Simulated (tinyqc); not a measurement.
Quasiparticle equation with a plasmon-pole self-energy for two band edges, step by step. Values are carried at full precision from step to step, so a last printed digit may differ when a step is redone from the rounded ones.

For each edge E = e + X + Sc(E), with the correlation part Sc(E) = A[0]/(E - a + w) + A[1]/(E - b - w); a and b are the valence and conduction energies that enter the Green function (a = ev, b = ec in the one-shot scheme). Z = 1/(1 - dSc/dE), dSc/dE = -A[0]/(E - a + w)^2 - A[1]/(E - b - w)^2.

Inputs chosen for the exercise (scales of the order of those of GaN; not measured data):
- ev = 0 eV (mean-field valence top)
- ec = 1.93 eV (mean-field conduction edge)
- w = 17.9 eV (pole energy)
- Av = (66, 34.5) eV^2 (weights of the valence state on the hole and electron poles)
- Ac = (32.5, 67) eV^2 (the same for the conduction state)
- Xv = -2.7 eV (exchange minus the mean-field potential, valence)
- Xc = 3.45 eV (the same, conduction)

## Linearised one-shot correction

Evaluate Sc and its slope at the mean-field energy; E = e + Z (X + Sc).

Terms:
```
edge        Sc (eV)   dSc/dE       Z  X + Sc (eV)   E (eV)
valence      1.9474  -0.2937  0.7730      -0.7526  -0.5818
conduction  -2.1041  -0.2918  0.7741       1.3459   2.9719
```

gap = 3.5537 eV
gap with Z = 1 = 4.0286 eV

The gap opens by 1.624 eV, 36 % of it by lowering the valence top. Setting Z = 1 would overshoot by 0.475 eV. X and Sc have opposite signs and are each larger than the sum they leave, so both must be converged well.

## Solving the equation for the conduction edge

Newton steps on f(E) = E - ec - Xc - Sc(E) from E = ec; the first step is the linearised result.

Iterates:
```
step   E (eV)   Sc (eV)     f (eV)
0     1.93000  -2.10409  -1.345914
1     2.97193  -2.41724   0.009167
2     2.96493  -2.41507   0.000001
3     2.96493  -2.41507   0.000000
```

The linearisation errs by +7.0 meV, as the shift is only 0.058 of the pole energy.

## All solutions for the valence state

Multiplying out gives a cubic; give its three roots and their weights Z.

roots (eV): [-21.561, -0.580, 21.371]

weights: [0.1682, 0.7676, 0.0642]

The weights add up to 1. The satellite below lies 20.98 eV from the main peak, 17 % more than w: this scheme places plasmon satellites too far out, and gives one where a cumulant form gives a series.

## Updating the energies in the Green function

Solve both equations exactly, put the results in place of a and b, and repeat five times; w is kept.

Cycles (eV):
```
cycle       Ev      Ec     gap
1      -0.5798  2.9649  3.5447
2      -0.6125  3.1114  3.7238
3      -0.6092  3.1337  3.7429
4      -0.6074  3.1376  3.7450
5      -0.6069  3.1383  3.7452
```

The update moves the gap by +200 meV from the one-shot value; each cycle shrinks the change to about 0.11 of the one before.

## Checks

- Sum of the weights of the three roots: both 1.000000.
- Newton result against the root by bisection (eV): both 2.96493.

Program tinyqc; command `OMP_NUM_THREADS=1 python tinyqc.py 1880803 1880804 out.jsonl`; about 0.02 s on one thread of a shared Intel(R) Xeon(R) Processor @ 2.30GHz.
